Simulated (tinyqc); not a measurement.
# Resistance of a source-drain extension with a graded tip: effects of single changes

y runs along the channel, the gate covers y > 0. The doping is N0 for y < y0 and N0 10^(-(y - y0)/la) beyond, uniform over the depth xj. Sheet conductance s(y) = q mu(N) max(N - Nch, 0) xj + (for y > 0) ma Cox Vo, with mu(N) = u0 + (u1 - u0)/(1 + (N/Nr)^au) and Cox = eps0 eox/tox. Current is taken as one-dimensional; depletion of the tip, spreading and the contact are left out. The metallurgical junction lies at yj, where N = Nch.

Inputs (values chosen for the exercise); mobility law close to that of electrons in silicon: relative permittivity of the gate insulator (close to zirconium oxide) eox = 24.8; insulator thickness tox = 6.6 nm; active doping of the extension far from the gate N0 = 5.1e19 cm^-3; lateral abruptness la = 3.5 nm/decade; position under the gate where the fall begins (gate edge at 0) y0 = 2.7 nm; depth of the extension xj = 11 nm; channel doping Nch = 5.1e17 cm^-3; spacer length Ls = 19 nm; gate overdrive Vo = 0.42 V; mobility of the gate-induced layer ma = 160 cm^2/(V s); mobility at low doping u1 = 1414 cm^2/(V s); mobility at high doping u0 = 68.5 cm^2/(V s); reference doping Nr = 9.2e16 cm^-3; exponent au = 0.711; gate length Lg = 50 nm.

Constants: q = 1.602176634e-19 C, eps0 = 8.8541878128e-14 F/cm where lengths are in cm. Results are converted to the units shown.

Each table varies one quantity; the others keep the values above.

## Abruptness at a fixed junction position

R_spacer = integral of dy/s from -Ls to 0, R_ov from 0 to yj, R_channel = (Lg - 2 yj)/(ma Cox Vo), R_total = 2 R_spacer + 2 R_ov + R_channel. Electrical length L_eff = ma Cox dR_total/d(1/Vo); R_series = R_total - L_eff/(ma Cox Vo). y0 is moved with la so that yj stays at 9.7000 nm.

The same in every row: yj (nm) = 9.700; R_channel (ohm um) = 136.9.

Abruptness at a fixed junction position:
```
la (nm/decade)  R_spacer (ohm um)  R_ov (ohm um)  R_total (ohm um)  L_eff (nm)  R_series (ohm um)
1                           25.60          13.69             215.5       33.26              66.67
2.3                         25.60          18.44             225.0       35.38              66.72
3.6                         25.60          23.19             234.4       37.49              66.76
4.9                         25.60          27.93             243.9       39.60              66.80
6.1                         27.43          31.39             254.5       41.32              69.72
7.4                         33.20          33.77             270.8       42.70              79.85
8.7                         42.51          35.34             292.6       43.70              97.10
10                          54.85          36.44             319.5       44.46              120.6
```

As la goes from 1 to 10 nm/decade, R_total rises from 215 to 319 ohm um, R_spacer rises from 25.6 to 54.8 ohm um and R_ov rises from 13.7 to 36.4 ohm um. R_total changes on average by 11.6 ohm um for each nm/decade. L_eff exceeds the metallurgical length by 2.66 nm in the first row and 13.9 nm in the last, since the gate also controls the lightly doped tips.

## Effect of the active doping of the extension far from the gate

Same model as above.

Result of one run:
```
N0 (cm^-3)  yj (nm)  R_spacer (ohm um)  R_ov (ohm um)  R_channel (ohm um)  R_total (ohm um)  L_eff (nm)  R_series (ohm um)
2.6e20        12.18              5.674          22.25               114.7             170.6       32.21              26.52
```

What becomes of these results when the active doping of the extension far from the gate N0 is changed from 2.6e20 to 1.7e20 cm^-3, all else the same?

Result of the changed run:
```
N0 (cm^-3)  yj (nm)  R_spacer (ohm um)  R_ov (ohm um)  R_channel (ohm um)  R_total (ohm um)  L_eff (nm)  R_series (ohm um)
1.7e20        11.53              8.496          22.38               120.5             182.2       33.51              32.34
```

The whole series:
```
N0 (cm^-3)  yj (nm)  R_spacer (ohm um)  R_ov (ohm um)  R_channel (ohm um)  R_total (ohm um)  L_eff (nm)  R_series (ohm um)
2e19          8.277              56.91          22.88               149.6             309.2       40.47              128.2
3.1e19        8.943              39.45          22.93               143.6             268.4       38.98              94.04
4.7e19        9.576              27.51          22.85               138.0             238.7       37.60              70.54
7.2e19        10.22              18.81          22.70               132.2             215.2       36.21              53.21
1.1e20        10.87              12.76          22.53               126.4             197.0       34.87              41.03
1.7e20        11.53              8.496          22.38               120.5             182.2       33.51              32.34
2.6e20        12.18              5.674          22.25               114.7             170.6       32.21              26.52
4e20          12.83              3.749          22.16               108.9             160.7       30.89              22.52
```

As N0 goes from 2e19 to 4e20, R_total falls from 309 to 161 ohm um, L_eff falls from 40.5 to 30.9 nm and R_series falls from 128 to 22.5 ohm um.

Numbers from tinyqc (`OMP_NUM_THREADS=1 python tinyqc.py 2282036 2282037 out.jsonl`; about 0.05 s on one thread of a shared Intel Xeon 2.30GHz).
